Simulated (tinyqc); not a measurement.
Thermoelectric coefficients with energy filtering, Landauer integrals: effect of the Fermi level.

Bulk parabolic band, x = (E - Ec)/kB T, C = hbar^2/(2 m0), kB T in eV. Modes per area gv m kB T x/(4 pi C) times the back-scattering length l0 x^rr give the transport function s0 X(x), s0 = (2 q^2/h) gv m kB T l0/(4 pi C), X = x^(1 + rr), multiplied by tb for x < xb. I_k = int X (x - eta)^k w dx, w = 1/(4 cosh^2((x - eta)/2)).

sigma = s0 I_0, S = -(kB/q) I_1/I_0, Lorenz number L = (kB/q)^2 [I_2/I_0 - (I_1/I_0)^2], kappa_e = L sigma T. Power factor S^2 sigma, ZT = S^2 sigma T/(kappa_e + kL). The integrals are converged.

Values chosen for this exercise: temperature T = 300 K; mass of one valley m = 0.89 m0; valleys gv = 1; back-scattering length at x = 1 l0 = 0.34 nm; energy exponent of that length rr = 2; lattice thermal conductivity kL = 2.8 W/(m K); barrier height over kB T, above Ec xb = 1.4; share of the transport function left below the barrier tb = 0.1.

Constants: q = 1.602176634e-19 C, kB = 1.380649e-23 J/K, hbar = 1.054571817e-34 J s, h = 6.62607015e-34 J s, m0 = 9.1093837015e-31 kg, Vt = kB T/q, hbar^2/(2 m0) = 0.0380998212 eV nm^2. Results are converted to the units shown.

Effect of the Fermi level:
```
eta,sigma (S/cm),S (uV/K),kappa_e (W/(m K)),power factor (mW/(m K^2)),ZT
-3.6,1.970,-668.2,0.001641,0.08795,0.009418
-2.8,4.371,-599.7,0.003639,0.1572,0.01682
-2,9.660,-531.8,0.008041,0.2732,0.02919
-1.2,21.18,-465.1,0.01762,0.4583,0.04879
-0.4,45.70,-400.9,0.03797,0.7344,0.07763
0.4,95.72,-341.0,0.07931,1.113,0.1160
1.2,191.2,-288.1,0.1576,1.587,0.1610
2,359.0,-243.9,0.2933,2.136,0.2071
2.8,630.9,-208.5,0.5087,2.742,0.2486
3.6,1042,-180.4,0.8277,3.391,0.2804
4.4,1629,-158.1,1.276,4.070,0.2996
```

sigma rises from 1.97 to 1630 S/cm, and S rises from -668 to -158 uV/K. Among the rows the power factor is largest at eta = 4.4 and ZT, 0.300, at eta = 4.4, where S = -158 uV/K. The power factor is still rising in the last row. ZT is still rising in the last row.

Range of the model: Parabolic bands, elastic scattering and a fixed kL make these model figures, not those of a material.

tinyqc, about 0.01 s, one thread, Intel Xeon 2.30GHz (shared host): `OMP_NUM_THREADS=1 python tinyqc.py 2800015 2800016 out.jsonl`
